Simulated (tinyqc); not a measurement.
Tersoff bond-order potential: one step, computed by the program tinyqc. Command: `OMP_NUM_THREADS=1 python tinyqc.py 3010665 3010666 out.jsonl tersoff walk`. One thread of a shared host (Intel(R) Xeon(R) Processor @ 2.30GHz), about 0.01 s of CPU time with the checks.

E = (1/2) sum_(i, j != i) [A exp(-lambda r_ij) - b_ij B exp(-mu r_ij)], b_ij = (1 + (beta zeta_ij)^n)^(-1/(2n)), zeta_ij = sum_(k != i, j) g(theta_ijk), g = 1 + c^2/d^2 - c^2/(d^2 + (h - cos theta)^2), with theta at atom i. Only nearest neighbours count (cut-off function 1 for them, 0 beyond).

Task: An open trimer. Atom 1 binds atoms 2 and 3, which do not interact. b_12 = b_13 follow from zeta = g(theta); b_21 = b_31 = 1. E = sum over the two bonds of A exp(-lambda r) - (b + 1)/2 B exp(-mu r).

Inputs (values chosen for the exercise, modelled on silicon):
```
quantity,value,unit
A,1847.2,eV
B,465.4,eV
lambda,2.4799,1/angstrom
mu,1.7322,1/angstrom
beta,1.05e-06,-
n,0.7898,-
c,97530,-
d,16.01,-
h,-0.6199,-
bond length r_12,2.23,angstrom
bond length r_13,2.36,angstrom
angle theta at atom 1,169,degrees
```

Give: g(theta); bond order b_12; repulsive terms; attractive terms B exp(-mu r); energy of the trimer.

Result:

g(theta) = 18935

bond order b_12 = 0.9723

repulsive terms (eV): [7.325, 5.306]

attractive terms B exp(-mu r) (eV): [9.778, 7.806]

energy of the trimer = -4.710 eV

g is least (g = 1) at cos theta = h, 128.3 degrees, wider than the tetrahedral 109.47.
